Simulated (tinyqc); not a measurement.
Pressure-driven transition between two phases with analytic equations of state: one step, computed by the program tinyqc.

Each phase obeys E = E0 + (9 B0 V0/h^2) {1 + [h (1 - x) - 1] exp(h (1 - x))}, P = 3 B0 (1 - x) x^-2 exp(h (1 - x)), x = (V/V0)^(1/3), h = (3/2)(B' - 1); E0 = 0 for phase 1 and Delta E0 for phase 2. H = E + P V.

Task: One Newton step. At the estimate, solve P(V) = P for each phase, form H, and step P(new) = P - (H_2 - H_1)/(V_2 - V_1), since dH/dP = V.

Inputs (values chosen for the exercise, for two model phases):

| quantity | value | unit |
|---|---|---|
| volume V0 of phase 1 | 9.79 | angstrom^3/atom |
| B0 of phase 1 | 135 | GPa |
| B' of phase 1 | 3.77 | - |
| volume V0 of phase 2 | 8.87 | angstrom^3/atom |
| B0 of phase 2 | 164 | GPa |
| B' of phase 2 | 4.47 | - |
| energy of phase 2 above phase 1, Delta E0 | 0.083 | eV/atom |

Equation of state: Vinet.

rigid estimate = 14.45442 GPa

Constants: 1 eV/angstrom^3 = 160.2176634 GPa.

Give: V_1; H_1; V_2; H_2; next pressure.

Result:

V_1 = 8.943 angstrom^3

H_1 = 0.8424 eV

V_2 = 8.232 angstrom^3

H_2 = 0.8526 eV

next pressure = 16.74 GPa
